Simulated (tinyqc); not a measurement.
Surface Green function of a dimerised chain, Sancho-Rubio decimation: two steps of the calculation.

A semi-infinite lead of cells 0, 1, 2, ... with H0 inside a cell and H1 = <cell i|H|cell i + 1>. Cell A, B with A at the surface; -t1 joins A and B, -t2 joins B to the next A. z = E + i eta.

Parameters, values chosen for the exercise:
```
symbol,value,unit,meaning
E,5.3,eV,energy
eta,0.02,eV,broadening
```

Task 1. Decimation. Start with e_s = e = H0, a = H1, b = H1^dagger. Each round: g = (z - e)^(-1); e_s <- e_s + a g b; e <- e + a g b + b g a; a <- a g a; b <- b g b (all with the old a, b). Round k joins cells 2^k apart.

e_s after round 2 (eV):
```
                       A                      B
A   0.0000000+0.0000000i  -3.7200000+0.0000000i
B  -3.7200000+0.0000000i   1.3982049-0.0641326i
```

e after round 2 (eV):
```
                       A                      B
A   1.3982049-0.0641326i  -3.7200000+0.0000000i
B  -3.7200000+0.0000000i   1.3982049-0.0641326i
```

a after round 2 (eV):
```
                      A                     B
A  0.0000000+0.0000000i  0.0000000+0.0000000i
B  1.8858616+0.0124190i  0.0000000+0.0000000i
```

b after round 2 (eV):
```
                      A                     B
A  0.0000000+0.0000000i  1.8858616+0.0124190i
B  0.0000000+0.0000000i  0.0000000+0.0000000i
```

Find: g; e_s after round 3; e after round 3; a after round 3; b after round 3.

Result 1.

g (1/eV):
```
                 A                B
A   2.3308-1.0490i  -2.1996+1.0476i
B  -2.1996+1.0476i   2.3308-1.0490i
```

e_s after round 3 (eV):
```
                 A                B
A   0.0000+0.0000i  -3.7200+0.0000i
B  -3.7200+0.0000i   9.7364-3.6857i
```

e after round 3 (eV):
```
                 A                B
A   9.7364-3.6857i  -3.7200+0.0000i
B  -3.7200+0.0000i   9.7364-3.6857i
```

a after round 3 (eV):
```
                 A               B
A   0.0000+0.0000i  0.0000+0.0000i
B  -7.8716+3.6225i  0.0000+0.0000i
```

b after round 3 (eV):
```
                A                B
A  0.0000+0.0000i  -7.8716+3.6225i
B  0.0000+0.0000i   0.0000+0.0000i
```

Task 2. Self-energy, Dyson check and densities of states. Sigma = H1 g_s H1^dagger is what the lead adds to one more cell, and (z - H0 - Sigma)^(-1) must give g_s back. Densities of states: -Im of the diagonals over pi.

H0 (eV):
```
       A      B
A      0  -3.72
B  -3.72      0
```

H1 (eV):
```
      A  B
A     0  0
B  -2.7  0
```

converged surface Green function g_s (1/eV):
```
                         A                        B
A   0.27683659-0.24216900i  -0.12690251+0.34353735i
B  -0.12690251+0.34353735i   0.18264893-0.48876611i
```

converged bulk Green function (1/eV):
```
                        A                       B
A  0.00223005-0.28123779i  0.13186988+0.24704351i
B  0.13186988+0.24704351i  0.00223005-0.28123779i
```

Find: Sigma; (z - H0 - Sigma)^(-1); surface density of states; bulk density of states.

Result 2.

Sigma (eV):
```
              A             B
A  0.000+0.000i  0.000+0.000i
B  0.000+0.000i  2.018-1.765i
```

(z - H0 - Sigma)^(-1) (1/eV):
```
                 A                B
A   0.2768-0.2422i  -0.1269+0.3435i
B  -0.1269+0.3435i   0.1826-0.4888i
```

surface density of states, orbital A to B (1/eV): [0.0771, 0.1556]
bulk density of states, orbital A to B (1/eV): [0.08952, 0.08952]

Program tinyqc, `OMP_NUM_THREADS=1 python tinyqc.py 2680127 2680128 out.jsonl`; Intel Xeon 2.30GHz, shared host, one thread, about 0.01 s.
